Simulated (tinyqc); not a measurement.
## Trap density from the barrier height

Inverse problem. In a partly depleted grain with all boundary traps filled, 2 N W = Qt and VB = q N W^2/(2 eps0 eps_r). Find Qt, W and the doping at which VB would equal Vt.

Inputs (values chosen for the exercise): temperature T = 300 K; relative permittivity eps_r = 11.7.

Constants: q = 1.602176634e-19 C, kB = 1.380649e-23 J/K, Vt = kB T/q, eps0 = 8.8541878128e-14 F/cm where lengths are in cm. Results are converted to the units shown.

doping = 3.6e18 cm^-3
barrier height = 0.077544412 V

Answer. Eliminating W gives VB = q Qt^2/(8 eps0 eps_r N), which falls as 1/N.

Qt = 3.800e12 cm^-2
W = 5.278 nm
doping for VB = Vt = 1.080e19 cm^-3

Numbers from tinyqc (`OMP_NUM_THREADS=1 python tinyqc.py 2830057 2830058 out.jsonl`; about 0.01 s on one thread of a shared Intel Xeon 2.30GHz).
